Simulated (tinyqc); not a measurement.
Inside a calculation: thresholds of impact ionisation and Auger recombination from band masses. Values are carried at full precision from step to step, so a last printed digit may differ when a step is redone from the rounded ones.

Parabolic bands, no phonon. At threshold the three slow carriers share one velocity. With M their total mass and m4 the mass of the fast carrier, the fast carrier has the kinetic energy E_T = G M/(M - m4) and the slow ones together E_a = G m4/(M - m4), the activation energy of the Auger rate. CCCH (fast electron): G = Eg, M = 2 me + mh, m4 = me. CHHS (hole into the split-off band): G = Eg - Dso, M = 2 mh + me, m4 = ms; this form holds for Eg > Dso (below, the process needs about Dso - Eg and is marked by a dash). CHHL (hole into the light band): G = Eg, M = 2 mh + me, m4 = ml. CHHH (fast heavy hole): G = Eg, M = 2 mh + me, m4 = mh.

Constants: kB = 8.617333262e-05 eV/K; hbar^2/2m0 = 3.80998211 eV angstrom^2.

Values chosen for the exercise (near those of GaSb, gap at low temperature and not tied to T; shifted at random, so the results belong to these values and not to a real crystal): Eg = 0.792 eV (gap at Gamma to the s-like level); Dso = 0.764 eV (spin-orbit splitting); me = 0.04 m0 (electron mass at Gamma); mh = 0.34 m0 (heavy-hole mass); ms = 0.12 m0 (split-off mass); ml = 0.0436 m0 (light-hole mass); T = 300 K (temperature).

## Thresholds of four processes

Give G, M, m4, E_T, E_a and E_a/kT.

Results:
```
process  G (eV)       M      m4  E_T (eV)  E_a (eV)  E_a/kT
CCCH     0.7920  0.4200  0.0400    0.8754    0.0834    3.22
CHHS     0.0280  0.7200  0.1200    0.0336    0.0056    0.22
CHHL     0.7920  0.7200  0.0436    0.8431    0.0511    1.97
CHHH     0.7920  0.7200  0.3400    1.5006    0.7086   27.41
```

The lowest activation energy is that of CHHS (6 meV), then CHHL (51 meV). CHHS leads because G = Eg - Dso is small. At equal G a light fast carrier takes up the energy with little momentum, so little is asked of the slow ones; CHHH asks 0.89 Eg. For equal masses E_T would be 3/2 Eg; for electrons here it is 1.105 Eg.

## Momenta at the CCCH threshold

At the threshold of the parabolic CCCH process the fast electron has E_T = Eg M/(M - me), M = 2 me + mh, and the slow carriers E_a = E_T - Eg together. It has k4 = sqrt(me E_T/c), c = hbar^2/2m0; the slow carriers share k4 in proportion to their masses. Give the wave vectors and kinetic energies, and check that they add up to E_a.

k4 = 0.09587 1/angstrom

electron, electron, hole (1/angstrom): 0.00913  0.00913  0.07761

their kinetic energies (meV): 7.94  7.94  67.49

sum = 83.37 meV

The hole carries 81 % of the momentum and of the energy of the slow carriers.

## Non-parabolicity raises the threshold

Non-parabolic fast electron: E (1 + alpha E) = c k^2/me with alpha = (1 - me)^2/Eg; the slow carriers stay parabolic, so E_T = Eg + me E_T (1 + alpha E_T)/M, M = 2 me + mh (the root between Eg and 1.9 Eg).

Give alpha, E_T, E_a = E_T - Eg and k4.

alpha = 1.1636 1/eV
E_T = 0.9972 eV
E_a = 0.2052 eV
k4 = 0.15039 1/angstrom

E_a is 2.46 times the parabolic value, since an electron at E_T above the edge has 1 + alpha E_T = 2.16 times the squared momentum, and E_T itself is 1.14 times higher. In the real crystal the L valleys lie below this energy, so the fast electron may not stay in the Gamma valley.

## Temperature dependence

For non-degenerate carriers at fixed densities the Auger coefficient goes as exp(-E_a/kT), up to slowly varying powers of T. Give exp(-E_a/kT) for the parabolic and the non-parabolic CCCH value, and the characteristic temperature T0 = kT^2/E_a of each.

Boltzmann factors: 0.03976  0.0003576

T0 (K): 93  38

Non-parabolicity lowers the factor by 1.1e+02 times; direct CCCH is weak, so processes with lower thresholds can lead.

## Checks

- Largest energy that an electron at k4 can give to a pair, by numerical search, against Eg (eV): both 0.7920.

Computed by tinyqc, a small Python program: `OMP_NUM_THREADS=1 python tinyqc.py 1850820 1850821 out.jsonl` (the numbers bound the seed that draws the inputs); one thread of a shared host (Intel(R) Xeon(R) Processor @ 2.30GHz), about 0.01 s for the whole set of steps.
